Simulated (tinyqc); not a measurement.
Length of a molecular wire: coherent transport through a tight-binding bridge. Computed by the program tinyqc. 

A uniform bridge between two chains:
```
parameter                      value
site energy (eV)            3.960000
hopping in the bridge (eV)  1.270000
lead hopping (eV)           2.480000
couplings (eV)               1, 0.52
E (eV)                      0.100000
```

T = Gamma_L Gamma_R |G_1n|^2 with the self-energies of semi-infinite chains.

Transmission against length:
```
sites           T     ln T
2      1.5721e-03   -6.455
3      2.2050e-04   -8.420
4      3.1049e-05  -10.380
5      4.3746e-06  -12.340
6      6.1641e-07  -14.299
7      8.6856e-08  -16.259
8      1.2239e-08  -18.219
9      1.7245e-09  -20.178
10     2.4300e-10  -22.138
```

E lies outside the band of the bridge (|E - e|/2h = 1.520 > 1), so T decays as exp(-beta n) with beta = 2 arccosh(1.520) = 1.9597 a site; the last two rows give 1.9597.
